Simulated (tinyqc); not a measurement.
From results to parameters: Luttinger model of the valence bands. Computed by the program tinyqc.

Problem. In the four-band Luttinger model 1/m = g1 -/+ 2 g2 along [100] and g1 -/+ 2 g3 along [111]. Find g1, g2, g3 and the light hole mass along [111].

heavy and light hole masses along [100] (electron masses): 0.110375  0.040225
heavy hole mass along [111] = 0.505051 electron masses

Solution. The mean of the two inverse masses along [100] is g1 and a quarter of their difference is g2; g3 = (g1 - 1/m_hh[111])/2.

g1, g2, g3: 16.9600  3.9500  7.4900
light hole mass along [111] = 0.0313 electron masses
